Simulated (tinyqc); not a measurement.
# Transit time and capacitance from two cut-off frequencies

Inverse problem. 1/(2 pi fT) = tauF + Vt C/JC, C the sum of the junction capacitances per area. Find C, tauF and the limit of fT at high current.

Values chosen for this exercise:
- T = 400 K (temperature)

Constants: q = 1.602176634e-19 C, kB = 1.380649e-23 J/K, Vt = kB T/q. Results are converted to the units shown.

JC (mA/um^2): 0.023  0.42
fT (GHz): 16.175817  45.019930

Answer. The delay is a straight line in 1/JC with slope Vt C and intercept tauF.

C = 4.45 fF/um^2
tauF = 3.17 ps
limit of fT = 50.2 GHz

Numbers from tinyqc (`OMP_NUM_THREADS=1 python tinyqc.py 2320095 2320096 out.jsonl`; about 0.01 s on one thread of a shared Intel Xeon 2.30GHz).
